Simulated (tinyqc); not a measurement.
# From k_eff back to crystal rotation

Model: crystal pulling from the melt: segregation, interface stability, heat balance and point-defect regime. Computed by tinyqc, a small Python program. Command: `OMP_NUM_THREADS=1 python tinyqc.py 3025083 3025084 out.jsonl pull inv`. One thread of a shared host (Intel(R) Xeon(R) Processor @ 2.30GHz), about 0.01 s of CPU time with the checks.

A dilute solute; steady pulling with a flat interface unless it is found unstable.

Inputs (values chosen for the exercise, modelled on boron in silicon): equilibrium coefficient k0 = 0.8; diffusivity in the melt D = 0.00025 cm^2/s; kinematic viscosity nu = 0.003 cm^2/s; pull rate V = 1.7 mm/min.

Method. delta = 1.61 D^(1/3) nu^(1/6) omega^(-1/2), omega = 2 pi rpm/60; k_eff = k0/[k0 + (1 - k0) exp(-V delta/D)] (Burton, Prim and Slichter); the melt at the interface is enriched by k_eff/k0.

Question. A run gave the result below. Find the crystal rotation, known to lie between 11 and 31 rpm.

k_eff = 0.8445402

Answer.

Each step takes the trial c = (a f_b - b f_a)/(f_b - f_a), f being the result less the target and a, b, c the logarithms of the listed values; c replaces end b, the old b replaces a if the sign of f changed, and otherwise f_a is halved.

Scan of the range:
```
crystal rotation (rpm)     k_eff
11.0                    0.857298
13.1                    0.853084
15.5                    0.849276
18.5                    0.845525
21.9                    0.842182
26.1                    0.838937
31.0                    0.835975
```

False position (Illinois rule, in the logarithm of the input) inside the bracket:
```
step    end a    end b    trial     k_eff
1     18.5000  21.9000  19.4425  0.844517
2     18.5000  19.4425  19.3989  0.844562
3     19.4425  19.3989  19.4200  0.844540
4     19.3989  19.4200  19.4200  0.844540
```

k_eff falls at every point of a 13-point scan of the range (every second point is shown), so one value fits; it is bracketed by 18.5 and 21.9. Answer: crystal rotation = 19.42 rpm.
